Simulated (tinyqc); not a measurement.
Worked calculation: Fermi-Dirac statistics of conduction electrons. Values are carried at full precision from step to step, so a last printed digit may differ when a step is redone from the rounded ones.

Constants: hbar^2/2m0 = 3.80998211 eV angstrom^2; kB = 8.617333262e-05 eV/K; e^2/(4 pi eps0) = 14.39964547 eV angstrom.

Inputs chosen for the exercise (near those of GaN, lowest valleys alone; shifted at random, so the results belong to these values and not to a real crystal): m = 0.206 m0 (density-of-states mass of the conduction band); T = 195 K; n = 2.7e+17 1/cm^3 (electron density); eps = 9.27 (static dielectric constant); alpha = 0.18 1/eV (non-parabolicity).

## Reduced density

N = 2 (m kB T/(4 pi c))^(3/2) with c = hbar^2/2m0, in 1/angstrom^3; times 1e24 for 1/cm^3; u = n/Nc.

kT = 0.016804 eV
Nc = 1.2295e+18 1/cm^3
u = n/Nc = 0.21959

## Reduced Fermi level by five rules

F_j(eta) = (1/Gamma(j + 1)) integral_0^infinity x^j dx/(1 + exp(x - eta)), which tends to exp(eta) for eta << 0.

With u = n/Nc: Boltzmann eta = ln u; Joyce-Dixon eta = ln u + u/sqrt(8) - 4.95009e-3 u^2 + 1.48386e-4 u^3 - 4.42563e-6 u^4; Nilsson eta = ln u/(1 - u^2) + v/(1 + (0.24 + 1.08 v)^-2) with v = (3 sqrt(pi) u/4)^(2/3); fully degenerate limit eta = v; exact: F_1/2(eta) = u.

Find eta = (EF - Ec)/kT by each rule.

eta: Boltzmann -1.516, Joyce-Dixon -1.439, Nilsson -1.444, degenerate 0.440, exact -1.439

Against the exact value the errors are Boltzmann -0.077, Joyce-Dixon 0.000, Nilsson -0.005, degenerate limit +1.879 (in kT).

## Exact eta by Newton steps

Solve ln F_1/2(eta) = ln u from the Boltzmann value; dF_1/2/d eta = F_-1/2, so the step is -ln(F_1/2/u) F_1/2/F_-1/2. Stop below 1e-9.

Newton steps:

| step | eta | F_1/2 | F_-1/2 | step taken |
|---|---|---|---|---|
| 1 | -1.515974 | 0.204332 | 0.190638 | 0.0772 |
| 2 | -1.438763 | 0.219556 | 0.203830 | 0.000190 |
| 3 | -1.438573 | 0.219594 | 0.203863 | 1.19e-09 |
| 4 | -1.438573 | 0.219594 | 0.203863 | 1.20e-16 |

Converged in 4 steps.

## Mean energy, Einstein relation and screening

eta = -1.43857

Mean kinetic energy <E> = (3/2) kT F_3/2/F_1/2; D/mu = (kT/e) F_1/2/F_-1/2; dn/dEF = (Nc/kT) F_-1/2; screening length L = (4 pi (e^2/(4 pi eps0)) (dn/dEF)/eps)^(-1/2), with dn/dEF in 1/(angstrom^3 eV) (1/cm^3 = 1e-24/angstrom^3).

F_-1/2, F_1/2, F_3/2: 0.2039  0.2196  0.2281

<E> = 26.18 meV
D/mu = 18.10 mV
dn/dEF = 1.492e+19 1/(cm^3 eV)
L = 58.60 angstrom

EF lies within 2 kT of the edge. D/mu is 1.077 times kT/e and <E> is 1.039 times (3/2) kT; the Debye formula, with n/kT in place of dn/dEF, would give L = 56.47 angstrom.

## Fermi level in the non-parabolic band

Non-parabolic band E (1 + alpha E) = c k^2/m: n = Nc (2/sqrt(pi)) integral_0^infinity sqrt(x (1 + a x)) (1 + 2 a x) dx/(1 + exp(x - eta)) with a = alpha kT and eta = (EF - Ec)/kT; a = 0 gives n = Nc F_1/2(eta).

Solve for eta at the same n.

a = 0.00302
eta = -1.451
EF - Ec = -24.39 meV

The extra states lower EF by 0.21 meV against the parabolic band.

## Checks

- Non-parabolic integral at a = 0 against F_1/2(2): both 2.823721.
- F_1/2(40) against the Sommerfeld form (4/(3 sqrt(pi))) eta^(3/2) (1 + pi^2/(8 eta^2)): both 190.45.

(tinyqc, `OMP_NUM_THREADS=1 python tinyqc.py 1650311 1650312 out.jsonl`, Intel(R) Xeon(R) Processor @ 2.30GHz, 1 thread, shared host, about 0.01 s.)
